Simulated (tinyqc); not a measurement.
Arrhenius plot: admittance spectroscopy and thermally stimulated current of one trap level in a depletion layer. Computed by tinyqc, a small Python program. Command: `OMP_NUM_THREADS=1 python tinyqc.py 3113858 3113859 out.jsonl admit walk`. One thread of a shared host (Intel(R) Xeon(R) Processor @ 2.30GHz), about 0.01 s of CPU time with the checks.

A Schottky junction on n-type material holds one donor-like electron trap; shallow donors are fully ionised and abrupt depletion edges are assumed.

Inputs (values chosen for the exercise, modelled on n-type silicon):
```
quantity                         value    unit
density-of-states mass m          1.12     m_0
shallow doping N               2.6e+15  1/cm^3
trap depth E_t below the band    0.512      eV
capture cross section sigma      3e-14    cm^2
test frequency f                 10000      Hz
```

Constants: k_B = 1.380649e-23 J/K; m_0 = 9.1093837015e-31 kg; h = 6.62607015e-34 J s; k_B = 8.617333262e-05 eV/K.

Method:
- N_c = 2 (2 pi m k_B T/h^2)^(3/2), v_th = sqrt(3 k_B T/m), emission rate e_n = sigma v_th N_c exp(-E_t/(k_B T)).
- Where the level crosses the Fermi level capture equals emission, so the trap follows the signal with the rate 2 e_n; G/omega peaks at omega = 2 e_n (the correction for large N_t/N is left out).
- Solve 2 e_n(T_p) = 2 pi f.
- T_p for 0.1, 0.3, 1, 3 and 10 f; least-squares lines of ln(e_n/T^2) and of ln(e_n) against 1/(k_B T), e_n = pi f; sigma = exp(intercept)/(v_th N_c/T^2).

peak temperature T_p = 303.363 K

Peaks:
```
f (Hz)  T_p (K)  1/(k_B T) (1/eV)  ln(e_n/T^2)  ln(e_n)
1000     274.00            42.352      -3.1738    8.052
3000     287.30            40.392      -2.1699    9.151
10000    303.36            38.253      -1.0748   10.355
30000    319.59            36.311      -0.0804   11.454
100000   339.37            34.194       1.0034   12.658
```

depth from e_n/T^2 = 0.512 eV

cross section from the intercept = 3.00e-14 cm^2

depth without the T^2 = 0.56441 eV

What does the comparison show, and why?

Leaving out T^2 adds 52 meV, near 2 k_B T_p = 52 meV.

Extremes, crossings and ranges named in words are read from the listed rows.
